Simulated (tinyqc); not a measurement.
Alloy A(1-x)B(x) by interpolation with bowing: one step. Electron mass of the alloy. Five cases, with inputs chosen for the exercise.

Problem. Compare with the linear interpolation of the masses.

Each gap follows E(x) = (1 - x) E_A + x E_B - C x (1 - x); the lattice constant follows Vegard, a(x) = (1 - x) a_A + x a_B.

Mass at Gamma from the Kane formula 1/m = F + Ep (Eg + 2 Dso/3)/(Eg (Eg + Dso)). F is fixed by the masses of A and B and interpolated linearly, as is Ep; Eg and Dso carry their bowing.

Give: F of A, B; Ep, Eg, Dso at x; m(x) from the Kane formula; m(x) linear.

Case 1.

Values chosen (A near InSb, B near InAs; the results hold for these values, not for the real material): Eg = (0.238, 0.413) eV (gap at Gamma to the s-like level of A, B); Dso = (0.817, 0.389) eV (spin-orbit splitting of A, B); Ep = (23.4, 21.7) eV (Kane energy of A, B); me = (0.0134, 0.026) m0 (electron mass at Gamma of A, B); C = (0.666, 0.651, 0.735) eV (bowing of the Gamma, X and L gaps); Cs = 0.94 eV (bowing of Dso); x = 0.06 (fraction of B).

Solution.

F of A, B: 1.6873  -5.5858

Ep, Eg, Dso at x (eV): 23.2980  0.2109  0.7383

m(x) from the Kane formula = 0.0120 m0
m(x) linear = 0.0142 m0

The Kane value lies 15.0 % below the linear one.

Case 2.

Values chosen (A near GaP, B near InP; the results hold for these values, not for the real material): Eg = (2.918, 1.439) eV (gap at Gamma to the s-like level of A, B); Dso = (0.08, 0.109) eV (spin-orbit splitting of A, B); Ep = (31.9, 20.8) eV (Kane energy of A, B); me = (0.1301, 0.0785) m0 (electron mass at Gamma of A, B); C = (0.746, 0.221, 1.004) eV (bowing of the Gamma, X and L gaps); Cs = 0 eV (bowing of Dso); x = 0.14 (fraction of B).

Solution.

F of A, B: -3.1485  -1.3764

Ep, Eg, Dso at x (eV): 30.3460  2.6211  0.0841

m(x) from the Kane formula = 0.1169 m0
m(x) linear = 0.1229 m0

The Kane value lies 4.9 % below the linear one. The Gamma valley is not the lowest at this x.

Case 3.

Values chosen (A near Ge, B near Si; the results hold for these values, not for the real material): Eg = (0.887, 4.184) eV (gap at Gamma to the s-like level of A, B); Dso = (0.286, 0.044) eV (spin-orbit splitting of A, B); Ep = (26.1, 21.8) eV (Kane energy of A, B); me = (0.038, 0.1972) m0 (electron mass at Gamma of A, B); C = (0.171, 0.22, 0) eV (bowing of the Gamma, X and L gaps); Cs = 0 eV (bowing of Dso); x = 0.31 (fraction of B).

Solution.

F of A, B: -0.7178  -0.1213

Ep, Eg, Dso at x (eV): 24.7670  1.8725  0.2110

m(x) from the Kane formula = 0.0816 m0
m(x) linear = 0.0874 m0

The Kane value lies 6.5 % below the linear one. The Gamma valley is not the lowest at this x.

Case 4.

Values chosen (A near InAs, B near InSb; the results hold for these values, not for the real material): Eg = (0.423, 0.237) eV (gap at Gamma to the s-like level of A, B); Dso = (0.387, 0.798) eV (spin-orbit splitting of A, B); Ep = (21.2, 23.6) eV (Kane energy of A, B); me = (0.026, 0.0133) m0 (electron mass at Gamma of A, B); C = (0.699, 0.571, 0.682) eV (bowing of the Gamma, X and L gaps); Cs = 1.07 eV (bowing of Dso); x = 0.8 (fraction of B).

Solution.

F of A, B: -3.6749  1.2020

Ep, Eg, Dso at x (eV): 23.1200  0.1624  0.5446

m(x) from the Kane formula = 0.0094 m0
m(x) linear = 0.0158 m0

The Kane value lies 40.5 % below the linear one.

Case 5.

Values chosen (A near GaAs, B near GaSb; the results hold for these values, not for the real material): Eg = (1.541, 0.818) eV (gap at Gamma to the s-like level of A, B); Dso = (0.34, 0.754) eV (spin-orbit splitting of A, B); Ep = (25.4, 26.7) eV (Kane energy of A, B); me = (0.0675, 0.0385) m0 (electron mass at Gamma of A, B); C = (1.233, 1.102, 1.371) eV (bowing of the Gamma, X and L gaps); Cs = 0.49 eV (bowing of Dso); x = 0.93 (fraction of B).

Solution.

F of A, B: -0.6749  -1.4479

Ep, Eg, Dso at x (eV): 26.6090  0.7883  0.6931

m(x) from the Kane formula = 0.0369 m0
m(x) linear = 0.0405 m0

The Kane value lies 8.9 % below the linear one.

Computed by tinyqc, one run a case: `OMP_NUM_THREADS=1 python tinyqc.py N N+1 out.jsonl` with N = 1080070, 1080212, 1080233, 1080314, 1080363; one thread of a shared Intel(R) Xeon(R) Processor @ 2.30GHz, about 0.01 s a run at most.
